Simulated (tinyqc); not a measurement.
Carrier statistics of a doped semiconductor with parabolic bands, step by step. Values are carried at full precision from step to step, so a last printed digit may differ when a step is redone from the rounded ones.

Constants: kB = 8.617333262e-05 eV/K; hbar^2/2m0 = 3.80998211 eV angstrom^2.

Parameters, chosen for this exercise (near those of GaN; not measured data): Eg0 = 3.569 eV (gap at 0 K); al = 0.000942 eV/K (Varshni alpha); be = 837 K (Varshni beta); T = 150 K; ml = 0.21 m0 (longitudinal electron mass); mt = 0.21 m0 (transverse electron mass); Mv = 1 (equivalent valleys); mhh = 1.38 m0 (heavy-hole mass); mlh = 0.302 m0 (light-hole mass); ND = 9e+15 1/cm^3 (donors); NA = 5.9e+16 1/cm^3 (acceptors); ED = 0.0233 eV (donor level below Ec); EA = 0.187 eV (acceptor level above Ev).

## Gap and thermal energy

Eg(T) = Eg0 - al T^2/(T + be) (Varshni).

Eg = 3.54753 eV
kT = 0.012926 eV

The gap has shrunk by 21.5 meV from 0 K and is 274.4 kT wide.

## Effective densities of states

m_de = Mv^(2/3) (ml mt^2)^(1/3); m_dh = (mhh^(3/2) + mlh^(3/2))^(2/3); N = 2 (m kB T/(4 pi c))^(3/2) with c = hbar^2/2m0, in 1/angstrom^3; times 1e24 for 1/cm^3.

m_de = 0.2100 m0
m_dh = 1.4726 m0
Nc = 8.5380e+17 1/cm^3
Nv = 1.5855e+19 1/cm^3

The light holes supply 9.3 % of Nv, and Nc/Nv = 0.0538.

## Intrinsic density and level

With Boltzmann statistics ni = sqrt(Nc Nv) exp(-Eg/2kT) and Ei = Eg/2 + (kT/2) ln(Nv/Nc), counted from Ev.

ni = 9.33e-42 1/cm^3
Ei = 1.7926 eV

Ei lies 18.9 meV above midgap, towards the band with the smaller density of states.

## Neutrality by bisection

Energies are counted from Ev, so Ec = Eg. n = Nc F_1/2((EF - Eg)/kT), p = Nv F_1/2(-EF/kT), ND+ = ND/(1 + 2 exp((EF - Eg + ED)/kT)), NA- = NA/(1 + 4 exp((EA - EF)/kT)); neutrality asks p + ND+ = n + NA-. F_j(eta) = (1/Gamma(j + 1)) integral_0^infinity x^j dx/(1 + exp(x - eta)), which tends to exp(eta) for eta << 0.

Start from the bracket [-0.2 eV, Eg + 0.2 eV]; at the midpoint EF take the sign of p + ND+ - n - NA-; where it is positive EF must rise. Fourteen steps are shown.

Bisection (eV, 1/cm^3):
```
step       low     high       EF          n         p       ND+       NA-  sign
1     -0.20000  3.74753  1.77376   2.17e-42  4.02e-41  9.00e+15  5.90e+16     -
2     -0.20000  1.77376  0.78688   1.51e-75  5.78e-08  9.00e+15  5.90e+16     -
3     -0.20000  0.78688  0.29344   3.97e-92  2.19e+09  9.00e+15  5.89e+16     -
4     -0.20000  0.29344  0.04672  2.04e-100  4.23e+17  9.00e+15  2.85e+11     +
5      0.04672  0.29344  0.17008   2.85e-96  3.06e+13  9.00e+15  3.73e+15     +
6      0.17008  0.29344  0.23176   3.36e-94  2.59e+11  9.00e+15  5.24e+16     -
7      0.17008  0.23176  0.20092   3.09e-95  2.82e+12  9.00e+15  2.50e+16     -
8      0.17008  0.20092  0.18550   9.38e-96  9.28e+12  9.00e+15  1.07e+16     -
9      0.17008  0.18550  0.17779   5.17e-96  1.69e+13  9.00e+15  6.44e+15     +
10     0.17779  0.18550  0.18165   6.96e-96  1.25e+13  9.00e+15  8.37e+15     +
11     0.18165  0.18550  0.18357   8.08e-96  1.08e+13  9.00e+15  9.49e+15     -
12     0.18165  0.18357  0.18261   7.50e-96  1.16e+13  9.00e+15  8.92e+15     +
13     0.18261  0.18357  0.18309   7.79e-96  1.12e+13  9.00e+15  9.20e+15     -
14     0.18261  0.18309  0.18285   7.64e-96  1.14e+13  9.00e+15  9.06e+15     -
```

Each step halves the bracket, which is 0.482 meV wide at the last row.

## The neutral state

Solve the neutrality condition for EF to convergence.

EF = 0.1828 eV
n = 7.60e-96 1/cm^3
p = 1.15e+13 1/cm^3
ND+ = 9.00e+15 1/cm^3
NA- = 9.01e+15 1/cm^3

The material is p-type; 15.3 % of the acceptors are ionised. EF lies 14.14 kT inside the gap from the valence edge, so Boltzmann statistics would serve; n p/(Nc Nv exp(-Eg/kT)) = 1.000.

## Checks

- F_1/2(1) by the trapezoid rule against adaptive quadrature: both 1.575641.
- Positive against negative charge at the solution (1/cm^3): both 9.01146e+15.

tinyqc: `OMP_NUM_THREADS=1 python tinyqc.py 1652731 1652732 out.jsonl`; about 0.01 s, one thread, shared Intel(R) Xeon(R) Processor @ 2.30GHz.
